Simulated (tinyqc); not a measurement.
Self-heating of a transistor with one or more fingers, with temperature-dependent conductivity: one step, computed by the program tinyqc.

N long parallel fingers lie on the top face of a slab whose bottom is held at T_0; the top is otherwise insulated, and heat flows in two dimensions. P in W/mm is 1000 P in W/m.

Problem. Extra rise from ballistic phonons. Near a source smaller than the free path, Fourier's law overstates the flow. Rough estimate: a strip that emits phonons into a half space adds a resistance times area of 4 Lambda/(3 kappa_0), from the ballistic flux C v Delta T/4 with kappa_0 = C v Lambda/3, so Delta T_b = 4 Lambda P/(3 kappa_0 w); Knudsen number Lambda/w.

Inputs (values chosen for the exercise, modelled on indium phosphide):
```
quantity                                      value        unit
conductivity at the base temperature kappa_0   63.7     W/(m K)
power per gate width P                          2.2        W/mm
width of the heat source w                     0.19  micrometre
phonon free path Lambda                          96          nm
```

Power: fixed power.

largest theta = 148.8522 K

Give: Knudsen number; ballistic rise Delta T_b; Delta T_b / largest theta.

Solution.

Knudsen number = 0.5053

ballistic rise Delta T_b = 23.27 K

Delta T_b / largest theta = 0.1563

By this estimate the ballistic term is at most a fifth of the Fourier rise. Caution: the source is narrower than two phonon free paths, so the Fourier result understates the rise at the source.
